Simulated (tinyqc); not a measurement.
# Ferroelectric with a first-order transition, Landau-Devonshire energy: polarisation and permittivity against temperature

One domain with free energy u = al P^2 + be P^4 + ga P^6 - E P, al = a0 (T - T0), be < 0 < ga (P in uC/cm^2, E in kV/cm, u in mJ/cm^3). Equilibrium: E = 2 al P + 4 be P^3 + 6 ga P^5; a state is stable against small changes where dE/dP > 0. The coercive field is that of uniform switching, which real films, switching by domains, do not reach.

Ps^2 = [-be + sqrt(be^2 - 3 al ga)]/(3 ga); Pc^2 = [-3 be + sqrt(9 be^2 - 15 al ga)]/(15 ga), Ec = -E(Pc); susceptibility chi = 1/(eps0 dE/dP). TC = T0 + be^2/(4 a0 ga), where u(Ps) = u(0); T1 = T0 + be^2/(3 a0 ga), where the polar minimum disappears. For the non-polar state chi0 = 1/(2 eps0 al).

Values chosen for this exercise:
- a0 = 0.013 kV cm/(uC K) (slope of the quadratic coefficient)
- T0 = 450 K (Curie-Weiss temperature)
- be = -0.00061 kV cm^5/uC^3 (quartic coefficient)
- ga = 2.5e-7 kV cm^9/uC^5 (sixth-order coefficient)

Constants: eps0 = 8.8541878128e-14 F/cm where lengths are in cm. Results are converted to the units shown.

Polarisation and permittivity against temperature:

| T (K) | Ps (uC/cm^2) | u(Ps) (mJ/cm^3) | Ec (kV/cm) | chi at Ps | chi0 |
|---|---|---|---|---|---|
| 250 | 53.340 | -6577.5 | 212.64 | 325.63 | unstable |
| 330 | 49.690 | -3807.4 | 135.46 | 460.44 | unstable |
| 390 | 46.019 | -2013.2 | 80.789 | 681.41 | unstable |
| 425 | 43.124 | -1106.1 | 50.497 | 967.35 | unstable |
| 442 | 41.326 | -711.49 | 36.304 | 1232.1 | unstable |
| 457.6 | 39.258 | -381.46 | 23.630 | 1678.0 | 57160 |
| 469.1 | 37.258 | -162.04 | 14.532 | 2358.9 | 22740 |
| 476.7 | 35.484 | -30.996 | 8.6496 | 3353.7 | 16270 |
| 484.3 | 32.743 | 84.984 | 2.8829 | 6784.0 | 12660 |
| 487.4 | 30.470 | 125.67 | 0.56728 | 17617 | 11610 |

Ps falls from 53.3 to 30.5 uC/cm^2 without reaching zero, Ec falls from 213 to 0.567 kV/cm and chi rises from 326 to 17600. u(Ps) turns positive at TC = 478.6 K: the 2 row(s) above it are metastable, up to T1 = 488.2 K. Between T0 = 450 K and TC the non-polar state is the metastable one.

Computed by the program tinyqc: `OMP_NUM_THREADS=1 python tinyqc.py 2860105 2860106 out.jsonl`, one thread of a shared Intel Xeon 2.30GHz, about 0.01 s for the whole run.
